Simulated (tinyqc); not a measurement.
Inside a calculation: six-band hole subbands of a thin body in a field. Values are carried at full precision from step to step, so a last printed digit may differ when a step is redone from the rounded ones.

Constants: hbar^2/2m0 = 3.80998211 eV angstrom^2.

Parameters, chosen for this exercise (near those of a p-type Si channel; the results hold for these values, not for the real material): S = (7.61, -2.15, 12.39) 1/TPa (compliances s11, s12, s44); sx = -2 GPa (stress along the channel [1-10], negative in compression); b = -2.07 eV (tetragonal potential); d = -4.76 eV (trigonal potential); g1 = 4.28 (Luttinger gamma1); g2 = 0.34 (gamma2); g3 = 1.45 (gamma3); face = 110 (surface); Dso = 0.044 eV (spin-orbit splitting); t = 35 angstrom (body thickness); F = 0.5 MV/cm (field across the body); kmax = 0.1 1/angstrom (end of the path).

## Strain and its block

exx = eyy = (s11 + s12) sx/2, ezz = s12 sx, exy = -s44 sx/4 (1 GPa/TPa = 1e-3). With e0 the traceless part, B_XX = 2b e0xx - b (e0yy + e0zz) and B_XY = sqrt(3) d exy.

strain:
```
           x          y         z
x  -0.005460   0.006195         0
y   0.006195  -0.005460         0
z          0          0  0.004300
```

B (eV):
```
          X         Y         Z
X   0.02020  -0.05108         0
Y  -0.05108   0.02020         0
Z         0         0  -0.04041
```

## Confinement masses without spin-orbit coupling

C(n n^T)/c has C_XX = (g1 + 4 g2) nx^2 + (g1 - 2 g2)(ny^2 + nz^2) and C_XY = 6 g3 nx ny, n the unit normal; its eigenvalues are the inverse masses along n.

C(n n^T)/c:
```
        X       Y       Z
X  4.6200  4.3500       0
Y  4.3500  4.6200       0
Z       0       0  3.6000
```

masses (m0): 3.7037  0.2778  0.1115

The heaviest mass, 3.70, comes from a near cancellation among the gammas, so a few per cent in them move it strongly.

## The matrix for one sine at q = 0

Basis X, Y, Z times spin, hole energies counted downwards from the unstrained edge (the hydrostatic shift is left out), c = hbar^2/2m0. For a symmetric tensor T let C(T) have C_XX = L Txx + M (Tyy + Tzz), C_XY = N Txy (cyclic), L = c (g1 + 4 g2), M = c (g1 - 2 g2), N = 6 c g3. k = q + kz n, n the unit normal, q = k1 u + k2 v with u along the channel [1-10] and v = n x u. H = C(k k^T) + (Dso/3)(1 - L.sigma) - B + e F z with (L_k)_ij = -i epsilon_kij; B is the block C built from the traceless strain with 2b, -b and sqrt(3) d in place of L, M, N. Strain: exx = eyy = (s11 + s12) sx/2, ezz = s12 sx, exy = -s44 sx/4. Hard walls at z = 0 and t; basis sin(j pi z/t), j = 1 to Nz: kz^2 = (j pi/t)^2, kz = -i D with D_jl = 4 j l/(t (j^2 - l^2)), z_jj = t/2 and z_jl = -8 t j l/(pi (j^2 - l^2))^2 for j + l odd; 1 MV/cm = 0.01 eV/angstrom.

Nz = 1, in meV.

H (meV):
```
               X+             Y+      Z+             X-             Y-      Z-
X+         223.78  184.60+14.67i       0              0              0  -14.67
Y+  184.60-14.67i         223.78       0              0              0  14.67i
Z+              0              0  253.08          14.67        -14.67i       0
X-              0              0   14.67         223.78  184.60-14.67i       0
Y-              0              0  14.67i  184.60+14.67i         223.78       0
Z-         -14.67        -14.67i       0              0              0  253.08
```

## Its levels

Diagonalise; the levels come in pairs. Give each pair and its weights on X, Y, Z, summed over spin and averaged over the pair.

levels (meV): 37.67  252.52  410.45

weights:
```
   pair 1  pair 2  pair 3
X   0.498   0.007   0.495
Y   0.498   0.007   0.495
Z   0.004   0.986   0.009
```

## More sines

The four lowest pairs at q = 0.

Hole energies (meV):
```
Nz  pair 1  pair 2  pair 3  pair 4
1    37.67  252.52  410.45       -
2    16.53   84.58  249.58  409.22
4    11.47   63.89  112.49  181.78
8    11.36   63.44  110.65  167.55
16   11.36   63.44  110.65  167.55
```

One sine is 26.31 meV off in the top subband, since the field mixes the sines. The second pair lies 52.1 meV deeper.

## Dispersion of the top subband

Nz = 14; the two lowest levels (spin-split where the field breaks inversion), in meV from their value at q = 0.

Energies (meV):
```
|q| (1/angstrom)     u a     u b     v a     v b
0.025              20.51   21.34    8.55    8.58
0.050              82.41   84.44   34.23   34.31
0.075             183.76  188.26   77.01   77.16
0.100             309.46  318.63  136.87  137.15
```

From the mean of each pair in the first row, c q^2/E gives 0.11 m0 along u and 0.28 m0 along v. The largest distance between a and b in the table is 9.17 meV.

## Checks

- Top level at q = 0 on (001) without field and stress against c (g1 - 2 g2)(pi/t)^2, eV: both 0.11051.
- Hermiticity, and E(q) against E(-q): they agree to 1e-10 or better.

(tinyqc, `OMP_NUM_THREADS=1 python tinyqc.py 1280822 1280823 out.jsonl`, Intel(R) Xeon(R) Processor @ 2.30GHz, 1 thread, shared host, about 0.3 s.)
